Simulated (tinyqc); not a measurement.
On-chip power grid, static voltage drop by conjugate gradients: one step of the calculation.

A grid of 3 rows and 3 columns, node k = 3 row + column. Neighbours in a row are joined by Rx, in a column by Ry; pad nodes, which reach the supply through Rp: 0. Each node draws I0, node 2 draws kh I0. The drops u = Vdd - V solve G u = i, with G the conductance matrix (1/Rp added on the diagonal at pad nodes).

Problem. Conjugate-gradient step. q = G p; a = (r.r)/(p.q); u(new) = u + a p; r(new) = r - a q; b = (r.r)(new)/(r.r); p(new) = r(new) + b p.

Inputs (values chosen for the exercise):
```
symbol  value  unit                                   meaning
Rx       0.16   ohm        resistance of a horizontal segment
Ry        0.2   ohm          resistance of a vertical segment
Rp       0.56   ohm  resistance from a pad node to the supply
```

u after iteration 2 (mV):
```
           col 0      col 1      col 2
row 0  1.0003264  2.2671298  3.2956699
row 1  1.0847799  1.0847799  2.0306598
row 2  1.0847799  1.0847799  1.0847799
```

r after iteration 2 (mA):
```
          col 0      col 1      col 2
row 0  8.153492  -5.800895  -4.753426
row 1  1.177732  13.423499  -2.716099
row 2  1.600000   1.600000   6.329399
```

p after iteration 2 (mA):
```
           col 0      col 1      col 2
row 0  17.141564  19.226801  18.586906
row 1  11.235112  23.480879  19.317534
row 2  11.657380  11.657380  16.386779
```

Wanted: q; a; u after iteration 3; r after iteration 3; b; p after iteration 3.

Solution.

q (mA S):
```
        col 0  col 1  col 2
row 0    47.1   -4.2   -7.7
row 1  -108.2  182.9   -7.7
row 2     2.1  -88.7   14.9
```

a = 0.1298 ohm

u after iteration 3 (mV):
```
       col 0  col 1  col 2
row 0  3.225  4.762  5.707
row 1  2.543  4.132  4.537
row 2  2.597  2.597  3.211
```

r after iteration 3 (mA):
```
       col 0   col 1  col 2
row 0   2.04   -5.25  -3.76
row 1  15.21  -10.31  -1.72
row 2   1.33   13.11   4.40
```

b = 1.624

p after iteration 3 (mA):
```
       col 0  col 1  col 2
row 0  29.88  25.97  26.43
row 1  33.46  27.82  29.66
row 2  20.26  32.04  31.01
```

Numbers from tinyqc (`OMP_NUM_THREADS=1 python tinyqc.py 2770191 2770192 out.jsonl`; about 0.08 s on one thread of a shared Intel Xeon 2.30GHz).
